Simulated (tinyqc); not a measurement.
Worked calculation (part 2 of 2): RKS/LDA (PW92) in the sto-3g basis, for BeH2, spin multiplicity 1. Computed by tinyqc, a small Python program that keeps every step (integrals from PySCF). Command: `OMP_NUM_THREADS=1 python tinyqc.py 26748 26749 out.jsonl` (the two numbers bound the seeds that draw the settings). One thread of a shared host (Intel(R) Xeon(R) Processor @ 2.60GHz), about 0.5 s of CPU time with the checks.

Geometry (angstrom):
```
atom         x          y         z
Be    0.000000   0.000000  0.000000
H     0.000000   1.491000  0.000000
H     0.000000  -1.491000  0.000000
```

## Iteration 2: DIIS over 2 matrices

error matrix X^T (FDS - SDF) X:
$$\begin{pmatrix}
0.000000 & -0.104647 & 0.000000 & 0.000000 & 0.000000 & 0.093215 & 0.093215 \\
0.104647 & 0.000000 & 0.000000 & 0.000000 & 0.000000 & -0.275664 & -0.275664 \\
0.000000 & 0.000000 & 0.000000 & 0.000000 & 0.000000 & 0.000000 & 0.000000 \\
0.000000 & 0.000000 & 0.000000 & 0.000000 & 0.000000 & -0.283475 & 0.283475 \\
0.000000 & 0.000000 & 0.000000 & 0.000000 & 0.000000 & 0.000000 & 0.000000 \\
-0.093215 & 0.275664 & 0.000000 & 0.283475 & 0.000000 & 0.000000 & 0.000000 \\
-0.093215 & 0.275664 & 0.000000 & -0.283475 & 0.000000 & 0.000000 & 0.000000
\end{pmatrix}$$

B (overlaps of the stored error matrices):
$$\begin{pmatrix}
1.6548841e+00 & -1.0206570e+00 \\
-1.0206570e+00 & 6.8205253e-01
\end{pmatrix}$$

Minimise |sum c_i e_i|^2 with sum c_i = 1: solve [B -1; -1 0][c; lambda] = [0; -1] with B_ij = tr e_i^T e_j, and take F = sum c_i F_i.

DIIS coefficients: [0.388902, 0.611098]

extrapolated F (hartree), order 1Be 1s, 1Be 2s, 1Be 2px, 1Be 2py, 1Be 2pz, 2H 1s, 3H 1s:
$$\begin{pmatrix}
-3.608411 & -1.085169 & 0.000000 & 0.000000 & 0.000000 & -0.214980 & -0.214980 \\
-1.085169 & -0.473460 & 0.000000 & 0.000000 & 0.000000 & -0.218686 & -0.218686 \\
0.000000 & 0.000000 & 0.022360 & 0.000000 & 0.000000 & 0.000000 & 0.000000 \\
0.000000 & 0.000000 & 0.000000 & -0.065081 & 0.000000 & -0.170551 & 0.170551 \\
0.000000 & 0.000000 & 0.000000 & 0.000000 & 0.022360 & 0.000000 & 0.000000 \\
-0.214980 & -0.218686 & 0.000000 & -0.170551 & 0.000000 & -0.119773 & -0.023012 \\
-0.214980 & -0.218686 & 0.000000 & 0.170551 & 0.000000 & -0.023012 & -0.119773
\end{pmatrix}$$

## Iteration 2: diagonalisation and new density

X, order 1Be 1s, 1Be 2s, 1Be 2px, 1Be 2py, 1Be 2pz, 2H 1s, 3H 1s:
$$\begin{pmatrix}
1.028574 & -0.151997 & 0.000000 & 0.000000 & 0.000000 & 0.020650 & 0.020650 \\
-0.151997 & 1.190483 & 0.000000 & 0.000000 & 0.000000 & -0.255571 & -0.255571 \\
0.000000 & 0.000000 & 1.000000 & 0.000000 & 0.000000 & 0.000000 & 0.000000 \\
0.000000 & 0.000000 & 0.000000 & 1.275406 & 0.000000 & -0.359545 & 0.359545 \\
0.000000 & 0.000000 & 0.000000 & 0.000000 & 1.000000 & 0.000000 & 0.000000 \\
0.020650 & -0.255571 & 0.000000 & -0.359545 & 0.000000 & 1.217842 & -0.071775 \\
0.020650 & -0.255571 & 0.000000 & 0.359545 & 0.000000 & -0.071775 & 1.217842
\end{pmatrix}$$

Diagonalise F' = X^T F X, C = X C', fill 3 alpha and 3 beta electrons from the bottom; D = 2 C_occ C_occ^T. Each column has its largest component positive (the first on a tie).

F' = X^T F X (hartree):
$$\begin{pmatrix}
-3.504842 & -0.615907 & 0.000000 & 0.000000 & 0.000000 & -0.022946 & -0.022946 \\
-0.615907 & -0.147568 & 0.000000 & 0.000000 & 0.000000 & -0.158850 & -0.158850 \\
0.000000 & 0.000000 & 0.022360 & 0.000000 & 0.000000 & 0.000000 & 0.000000 \\
0.000000 & 0.000000 & 0.000000 & 0.181953 & 0.000000 & -0.249904 & 0.249904 \\
0.000000 & 0.000000 & 0.000000 & 0.000000 & 0.022360 & 0.000000 & 0.000000 \\
-0.022946 & -0.158850 & 0.000000 & -0.249904 & 0.000000 & 0.072434 & -0.066134 \\
-0.022946 & -0.158850 & 0.000000 & 0.249904 & 0.000000 & -0.066134 & 0.072434
\end{pmatrix}$$

orbital energies (hartree): MO1 -3.615673, MO2 -0.231899, MO3 -0.193822, MO4 0.022360, MO5 0.022360, MO6 0.201463, MO7 0.514343

coefficients C, order 1Be 1s, 1Be 2s, 1Be 2px, 1Be 2py, 1Be 2pz, 2H 1s, 3H 1s:
$$\begin{pmatrix}
0.986119 & -0.239425 & 0.000000 & 0.000000 & 0.000000 & -0.228398 & 0.000000 \\
0.052871 & 0.648874 & 0.000000 & 0.000000 & 0.000000 & 1.071052 & 0.000000 \\
0.000000 & 0.000000 & 0.000000 & -0.004318 & 0.999991 & 0.000000 & 0.000000 \\
0.000000 & 0.000000 & 0.503392 & 0.000000 & 0.000000 & 0.000000 & 1.277420 \\
0.000000 & 0.000000 & 0.000000 & 0.999991 & 0.004318 & 0.000000 & 0.000000 \\
-0.008678 & 0.352313 & 0.417940 & 0.000000 & 0.000000 & -0.773484 & -0.886654 \\
-0.008678 & 0.352313 & -0.417940 & 0.000000 & 0.000000 & -0.773484 & 0.886654
\end{pmatrix}$$

D after iteration 2, order 1Be 1s, 1Be 2s, 1Be 2px, 1Be 2py, 1Be 2pz, 2H 1s, 3H 1s:
$$\begin{pmatrix}
2.059512 & -0.206439 & 0.000000 & 0.000000 & 0.000000 & -0.185821 & -0.185821 \\
-0.206439 & 0.847666 & 0.000000 & 0.000000 & 0.000000 & 0.456296 & 0.456296 \\
0.000000 & 0.000000 & 0.000000 & 0.000000 & 0.000000 & 0.000000 & 0.000000 \\
0.000000 & 0.000000 & 0.000000 & 0.506806 & 0.000000 & 0.420775 & -0.420775 \\
0.000000 & 0.000000 & 0.000000 & 0.000000 & 0.000000 & 0.000000 & 0.000000 \\
-0.185821 & 0.456296 & 0.000000 & 0.420775 & 0.000000 & 0.597747 & -0.100947 \\
-0.185821 & 0.456296 & 0.000000 & -0.420775 & 0.000000 & -0.100947 & 0.597747
\end{pmatrix}$$

Within a degenerate level the vectors are fixed only up to a rotation; this is one choice.

## Iteration 7 (converged): orbitals

converged F (hartree), order 1Be 1s, 1Be 2s, 1Be 2px, 1Be 2py, 1Be 2pz, 2H 1s, 3H 1s:
$$\begin{pmatrix}
-3.638766 & -1.092704 & 0.000000 & 0.000000 & 0.000000 & -0.216415 & -0.216415 \\
-1.092704 & -0.492719 & 0.000000 & 0.000000 & 0.000000 & -0.226442 & -0.226442 \\
0.000000 & 0.000000 & 0.002651 & 0.000000 & 0.000000 & 0.000000 & 0.000000 \\
0.000000 & 0.000000 & 0.000000 & -0.083108 & 0.000000 & -0.180060 & 0.180060 \\
0.000000 & 0.000000 & 0.000000 & 0.000000 & 0.002651 & 0.000000 & 0.000000 \\
-0.216415 & -0.226442 & 0.000000 & -0.180060 & 0.000000 & -0.148916 & -0.023409 \\
-0.216415 & -0.226442 & 0.000000 & 0.180060 & 0.000000 & -0.023409 & -0.148916
\end{pmatrix}$$

As before.

F' = X^T F X (hartree):
$$\begin{pmatrix}
-3.535095 & -0.616986 & 0.000000 & 0.000000 & 0.000000 & -0.023293 & -0.023293 \\
-0.616986 & -0.167479 & 0.000000 & 0.000000 & 0.000000 & -0.156051 & -0.156051 \\
0.000000 & 0.000000 & 0.002651 & 0.000000 & 0.000000 & 0.000000 & 0.000000 \\
0.000000 & 0.000000 & 0.000000 & 0.162639 & 0.000000 & -0.246408 & 0.246408 \\
0.000000 & 0.000000 & 0.000000 & 0.000000 & 0.002651 & 0.000000 & 0.000000 \\
-0.023293 & -0.156051 & 0.000000 & -0.246408 & 0.000000 & 0.038903 & -0.064835 \\
-0.023293 & -0.156051 & 0.000000 & 0.246408 & 0.000000 & -0.064835 & 0.038903
\end{pmatrix}$$

orbital energies (hartree): MO1 -3.645972, MO2 -0.253426, MO3 -0.216527, MO4 0.002651, MO5 0.002651, MO6 0.170892, MO7 0.482904

coefficients C, order 1Be 1s, 1Be 2s, 1Be 2px, 1Be 2py, 1Be 2pz, 2H 1s, 3H 1s:
$$\begin{pmatrix}
0.986199 & -0.236097 & 0.000000 & 0.000000 & 0.000000 & -0.231496 & 0.000000 \\
0.052602 & 0.634346 & 0.000000 & 0.000000 & 0.000000 & 1.079734 & 0.000000 \\
0.000000 & 0.000000 & 0.000000 & 0.999940 & 0.010991 & 0.000000 & 0.000000 \\
0.000000 & 0.000000 & 0.488660 & 0.000000 & 0.000000 & 0.000000 & 1.283127 \\
0.000000 & 0.000000 & 0.000000 & -0.010991 & 0.999940 & 0.000000 & 0.000000 \\
-0.008667 & 0.362737 & 0.428114 & 0.000000 & 0.000000 & -0.768651 & -0.881786 \\
-0.008667 & 0.362737 & -0.428114 & 0.000000 & 0.000000 & -0.768651 & 0.881786
\end{pmatrix}$$

D after iteration 7, order 1Be 1s, 1Be 2s, 1Be 2px, 1Be 2py, 1Be 2pz, 2H 1s, 3H 1s:
$$\begin{pmatrix}
2.056662 & -0.195782 & 0.000000 & 0.000000 & 0.000000 & -0.188377 & -0.188377 \\
-0.195782 & 0.810323 & 0.000000 & 0.000000 & 0.000000 & 0.459289 & 0.459289 \\
0.000000 & 0.000000 & 0.000000 & 0.000000 & 0.000000 & 0.000000 & 0.000000 \\
0.000000 & 0.000000 & 0.000000 & 0.477578 & 0.000000 & 0.418404 & -0.418404 \\
0.000000 & 0.000000 & 0.000000 & 0.000000 & 0.000000 & 0.000000 & 0.000000 \\
-0.188377 & 0.459289 & 0.000000 & 0.418404 & 0.000000 & 0.629869 & -0.103257 \\
-0.188377 & 0.459289 & 0.000000 & -0.418404 & 0.000000 & -0.103257 & 0.629869
\end{pmatrix}$$

Within a degenerate level the vectors are fixed only up to a rotation; this is one choice.

## Convergence

Stop when the energy changes by less than 1e-10 hartree and every element of the error matrix X^T (F D S - S D F) X is below 3e-06.

Course of the cycle:
```
iteration   E (hartree)     change  largest element of the error matrix
1          -14.84577907          -                             5.44e-01
2          -15.26851010  -4.23e-01                             2.83e-01
3          -15.46281703  -1.94e-01                             1.88e-02
4          -15.46341568  -5.99e-04                             2.66e-04
5          -15.46341581  -1.31e-07                             2.98e-05
6          -15.46341582  -1.70e-09                             3.69e-06
7          -15.46341582  -2.49e-11                             1.18e-06
```

PySCF RKS in the same basis, fine grid = -15.42645121 hartree

Converged in 7 iterations. The coarse grid moves the energy by -3.70e-02 hartree.

## Populations, bond orders and dipole

overlap S, order 1Be 1s, 1Be 2s, 1Be 2px, 1Be 2py, 1Be 2pz, 2H 1s, 3H 1s:
$$\begin{pmatrix}
1.000000 & 0.259517 & 0.000000 & 0.000000 & 0.000000 & 0.049853 & 0.049853 \\
0.259517 & 1.000000 & 0.000000 & 0.000000 & 0.000000 & 0.400399 & 0.400399 \\
0.000000 & 0.000000 & 1.000000 & 0.000000 & 0.000000 & 0.000000 & 0.000000 \\
0.000000 & 0.000000 & 0.000000 & 1.000000 & 0.000000 & 0.479920 & -0.479920 \\
0.000000 & 0.000000 & 0.000000 & 0.000000 & 1.000000 & 0.000000 & 0.000000 \\
0.049853 & 0.400399 & 0.000000 & 0.479920 & 0.000000 & 1.000000 & 0.018969 \\
0.049853 & 0.400399 & 0.000000 & -0.479920 & 0.000000 & 0.018969 & 1.000000
\end{pmatrix}$$

Mulliken: Z minus the diagonal of D S on the atom; Loewdin: the same with S^(1/2) D S^(1/2); Mayer order: 2 sum_s sum (D(s) S)_ij (D(s) S)_ji over the two atoms.

Charges (e):
```
atom   Mulliken    Loewdin
1Be    0.006438   0.005741
2H    -0.003219  -0.002870
3H    -0.003219  -0.002870
```

Mayer bond orders:
```
pair     order
2-1   0.986159
3-1   0.986159
3-2   0.013830
```

dipole moment about the origin, x y z (debye): [0.000000, 0.000000, 0.000000]
